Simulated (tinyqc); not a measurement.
# Changing the temperature T

Model: oxidation of curved silicon (wires and holes): cylindrical Deal-Grove kinetics with stress-retarded reaction. Computed by tinyqc, a small Python program. Command: `OMP_NUM_THREADS=1 python tinyqc.py 3005131 3005132 out.jsonl wireox sweep`. One thread of a shared host (Intel(R) Xeon(R) Processor @ 2.30GHz), about 0.03 s of CPU time with the checks.

Silicon fills r < a and oxide a < r < b. One volume of silicon gives 2.25 volumes of oxide, and the length is fixed.

Inputs (values chosen for the exercise, close to those used for silicon in dry oxygen):

| quantity | value | unit |
|---|---|---|
| prefactor B0 | 844 | um^2/h |
| activation energy E_B | 1.23 | eV |
| prefactor (B/A)0 | 4.91e+06 | um/h |
| activation energy E_A | 2.01 | eV |
| starting silicon radius a0 | 27 | nm |
| starting oxide x_i | 3 | nm |
| viscosity prefactor eta0 | 2.6e-08 | Pa s |
| viscosity energy E_eta | 5.68 | eV |
| critical shear stress s_c | 89 | MPa |
| activation volume V_k | 13 | angstrom^3 |
| time t | 0.3 | h |

Shape: wire (convex).

Constants: k_B = 8.617333262e-05 eV/K.

Method:
- B = B0 exp(-E_B/(k_B T)), B/A = (B/A)0 exp(-E_A/(k_B T)), eta = eta0 exp(E_eta/(k_B T)); 1 um = 1000 nm.
- Temperatures in kelvin are T(C) + 273.15.
- Geometry: b^2 = b0^2 + 1.25 (a0^2 - a^2), b0 = a0 + x_i.
- Rate of oxide made per interface area: q = 1/[1/k + 2 a |ln(b/a)|/B], and |da/dt| = q/2.25. Reaction k = (B/A) exp(-sigma V_k/(k_B T)). New oxide pushes the old with radial speed u = 1.25 |da/dt| at r = a; the shear stress at radius r is s_c asinh(z a^2/r^2), z = 2 eta u/(a s_c) (Eyring flow), and the compressive normal stress at the interface is sigma = |int_a^b 2 s/r dr| = s_c |F(z) - F(z a^2/b^2)|, F(y) = int_0^y asinh(w)/w dw. q and sigma are solved together. 1 MPa angstrom^3 = 6.241509e-6 eV.
- Integrate da/dt adaptively (tolerance 1e-8); a wire counts as consumed at a = 0.5 nm and a hole as closed at b = 0.5 nm. Planar reference: x^2 + A x = B t + x_i^2 + A x_i, A = B/(B/A).

One run for each value:

| temperature T (C) | ratio to the planar thickness | normal stress at time t (MPa) | oxide thickness (nm) | low-stress viscosity eta (Pa s) |
|---|---|---|---|---|
| 750 | 0.98260 | 333.8 | 3.129 | 2.4730e+20 |
| 800 | 0.95839 | 320.4 | 3.384 | 1.2293e+19 |
| 850 | 0.91572 | 335.8 | 4.020 | 7.9830e+17 |
| 900 | 0.85550 | 395.8 | 5.419 | 6.5448e+16 |
| 950 | 0.78435 | 512.9 | 8.117 | 6.5831e+15 |
| 1000 | 0.71194 | 687.6 | 12.681 | 7.9308e+14 |
| 1050 | 0.65090 | 913.7 | 19.521 | 1.1211e+14 |
| 1100 | 0.60890 | 1217.9 | 28.706 | 1.8276e+13 |

What does the table show, and why?

Over the rows, ratio to the planar thickness falls from 0.983 to 0.609; normal stress at time t (MPa) goes from 334 through a minimum among these rows, 320 at 800, to 1220; oxide thickness (nm) rises from 3.13 to 28.7. The viscosity drops by a factor 1.4e7 over the rows. In shear-thinning flow the stress feels the viscosity only through a logarithm, while the thicker oxide of a hotter run adds to it.

Caution (rows 750, 800, 850, 900, 950, 1000, 1050): planar dry oxides this thin grow faster than Deal-Grove predicts. Caution (all rows): the oxide is taken as a purely viscous fluid in steady flow; elasticity, stress-dependent diffusion and thin-oxide enhancement are left out.

Extremes, crossings and ranges named in words are read from the listed rows.
